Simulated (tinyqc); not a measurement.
What moves the Penn gap and the ionicity: Penn model of the dielectric constant and Phillips ionicity.

n = 32/a^3; Ep^2 = 8 pi c e2 n with c = hbar^2/2m0, e2 = e^2/(4 pi eps0); EF = c (3 pi^2 n)^(2/3); eps = 1 + (Ep/Eg)^2 S with S = 1 - Eg/(4 EF) + (Eg/(4 EF))^2/3, Eg the Penn gap. Core d shells are left out.

Phillips: bond length d = sqrt(3) a/4; homopolar gap Eh = 39.74 d^(-2.48) eV (d in angstrom); Eg^2 = Eh^2 + C^2; ionicity fi = C^2/Eg^2.

Constants: hbar^2/2m0 = 3.80998211 eV angstrom^2; e^2/(4 pi eps0) = 14.39964547 eV angstrom.

Parameters, chosen for this exercise (out of a larger set: near those of Si; not measured data): a = 5.438 angstrom (cubic lattice constant, 32 valence electrons a cell); ei = 11.69 (high-frequency dielectric constant).

Eg from ei; fi = 1 - (Eh/Eg)^2, printed even where negative.

One parameter was then changed.

Results before and after:

| case | Ep (eV) | Eg (eV) | Eh (eV) | fi |
|---|---|---|---|---|
| base | 16.564 | 4.823 | 4.751 | 0.029 |
| changed | 16.564 | 5.096 | 4.751 | 0.131 |

Which of these changes was made? (a) a = 5.547 angstrom; (b) ei = 10.52.
Answer: (b) ei = 10.52. Of the candidates, run in turn, only this one gives the changed row.

All candidates:

| case | Ep (eV) | Eg (eV) | Eh (eV) | fi |
|---|---|---|---|---|
| base | 16.564 | 4.823 | 4.751 | 0.029 |
| a = 5.547 angstrom | 16.078 | 4.679 | 4.523 | 0.065 |
| ei = 10.52 | 16.564 | 5.096 | 4.751 | 0.131 |

For an elemental crystal fi should vanish; the values measure the misfit of the rule for Eh.

Program tinyqc; command `OMP_NUM_THREADS=1 python tinyqc.py 1680773 1680774 out.jsonl`; about 0.01 s on one thread of a shared Intel(R) Xeon(R) Processor @ 2.30GHz.
